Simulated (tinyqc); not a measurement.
From results to parameters: minimal-basis H2. Computed by the program tinyqc with PySCF.

Problem. For two electrons in the two orbitals of minimal-basis H2, the CIS energies are e2 - e1 - J12 + 2 K12 and e2 - e1 - J12, and E_corr = D - sqrt(D^2 + K12^2) with 2D the energy of the double excitation. Find J12, K12, D, the MP2 energy and the weight of the double excitation.

orbital gap e2 - e1 = 1.21805396 hartree
CIS singlet and triplet energies (hartree): 0.923256  0.557662
FCI correlation energy = -0.02160028 hartree

Solution. Half the singlet-triplet splitting is K12, the gap less the triplet energy is J12, D = (E_corr^2 - K12^2)/(2 E_corr), MP2 is -K12^2/(2 gap), and the weight is c^2/(1 + c^2) with c = E_corr/K12.

J12, K12, D (hartree): 0.660  0.183  0.763
MP2 correlation energy = -0.013716 hartree
weight of the double excitation = 0.014
